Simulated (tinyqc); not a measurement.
# Permittivity and interface capacitance from two thicknesses

Problem. 1/C = t/(eps0 ek) + 2/ci for planar capacitors that differ only in thickness. Find ek, ci and the EOT of the interfaces, 2 x 3.9 eps0/ci.

Constants: eps0 = 8.8541878128e-14 F/cm where lengths are in cm. Results are converted to the units shown.

C at t = 9.6 and 29 nm (uF/cm^2): 13.724032  4.6281084

Solution. 1/C is a straight line in t: the slope gives ek and the intercept 2/ci. A single thickness would give only the effective permittivity; when the interfaces are a small part of 1/C, ci needs very accurate data.

ek = 153
ci = 1.00e3 uF/cm^2
EOT of the interfaces = 0.00691 nm

Computed by the program tinyqc: `OMP_NUM_THREADS=1 python tinyqc.py 2102015 2102016 out.jsonl`, one thread of a shared Intel Xeon 2.30GHz, about 0.01 s for the whole run.
